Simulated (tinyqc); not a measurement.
Inside a calculation. Method: tight binding, kagome lattice. One step of it, computed by the program tinyqc.

Task: Levels at K. Diagonalise the Hermitian matrix.

H(k) at K (eV):
```
                     A                    B                    C
A             0.000000  -0.945000+1.498224i  -0.945000-1.498224i
B  -0.945000-1.498224i             0.000000  -0.945000+1.498224i
C  -0.945000+1.498224i  -0.945000-1.498224i            -0.520000
```

Give: eigenvalues; weights |c|^2 of the basis functions.

Result:

eigenvalues (eV): -2.1641  -1.7335  3.3776

weights |c|^2 of the basis functions:
```
   band 1  band 2  band 3
A  0.1761  0.4699  0.3540
B  0.1761  0.4699  0.3540
C  0.6478  0.0602  0.2920
```
